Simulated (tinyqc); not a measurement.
Gain against electron density: polytypes and stacking faults of a tetrahedral semiconductor in an axial Ising model with couplings up to third neighbours. Computed by tinyqc, a small Python program. Command: `OMP_NUM_THREADS=1 python tinyqc.py 3025675 3025676 out.jsonl polytype walk`. One thread of a shared host (Intel(R) Xeon(R) Processor @ 2.30GHz), about 0.01 s of CPU time with the checks.

Each double layer has s = +1 or -1 for the sense of its stacking step; E per pair of atoms = E0 - sum_n J_n <s_i s_(i+n)>, n = 1, 2, 3. Hexagonality h = (1 - <s_i s_(i+1)>)/2.

Inputs (values chosen for the exercise, for a model crystal):
```
quantity                                    value      unit
J1                                           2.02  meV/pair
J2                                        -0.0923  meV/pair
J3                                           0.05  meV/pair
basal lattice constant a                     3.82  angstrom
binding energy of the fault level E_b         0.1        eV
in-plane mass m                              0.31        m0
effective density of states N_c at 300 K  2.2e+19    1/cm^3
temperature T                                1350         K
```

Host polytype: 3C.

Constants: 1 eV/angstrom^2 = 16.02176634 J/m^2; m_0 = 9.1093837015e-31 kg; hbar = 1.054571817e-34 J s; k_B = 1.380649e-23 J/K; k_B = 8.617333262e-05 eV/K.

Method. Faults in 3C: the sequences intrinsic (-), extrinsic (--), twin boundary (+ turns to -) are put between perfect repeats; k_n = (layers x C_n of the host) - sum_i s_i s_(i+n). gamma = sum k_n J_n/A, A = (sqrt 3/2) a^2; 1 meV/angstrom^2 = 16.02177 mJ/m^2. The fault binds electrons in a two-dimensional band E_b below the conduction edge, g2 = m m0/(pi hbar^2) for one valley. With the Fermi level held by the bulk, eta = ln[n/N_c(T)], N_c(T) = N_c (T/300)^1.5, the grand potential falls by g2 (k_B T)^2 F1(x), x = eta + E_b/(k_B T), F1(x) = integral from 0 to infinity of ln(1 + exp(x - t)) dt; sheet density g2 k_B T ln(1 + e^x). Band bending by the trapped charge is left out, so the gain is an upper bound.

fault coefficients k_n:
```
               J1  J2  J3
intrinsic       4   4   4
extrinsic       4   8   8
twin boundary   2   4   6
```

energy of the glide fault, intrinsic = 10.0294 mJ/m^2

At T:
```
n (1/cm^3)        x  sheet density (1/cm^2)  gain (mJ/m^2)  gain/gamma  gain/gamma at T + 200 K
1.00e+14    -13.698              1.6945e+07     3.1583e-06  3.1491e-07               3.0200e-07
1.00e+15    -11.395              1.6945e+08     3.1583e-05  3.1491e-06               3.0200e-06
1.00e+16     -9.093              1.6944e+09     3.1582e-04  3.1490e-05               3.0200e-05
1.00e+17     -6.790              1.6935e+10     3.1574e-03  3.1482e-04               3.0194e-04
1.00e+18     -4.488              1.6850e+11     3.1495e-02  3.1403e-03               3.0139e-03
5.00e+18     -2.878              8.2428e+11     1.5575e-01  1.5529e-02               1.4949e-02
2.00e+19     -1.492              3.0568e+12     5.9930e-01  5.9755e-02               5.8094e-02
```

What does the comparison show, and why?

For x well below 0 the gain is k_B T times the sheet density and linear in n; for x well above 0 the well fills and the gain grows only about as x^2. It stays below the fault energy in all rows; 200 K more changes it by a factor 0.96 at 1e16.
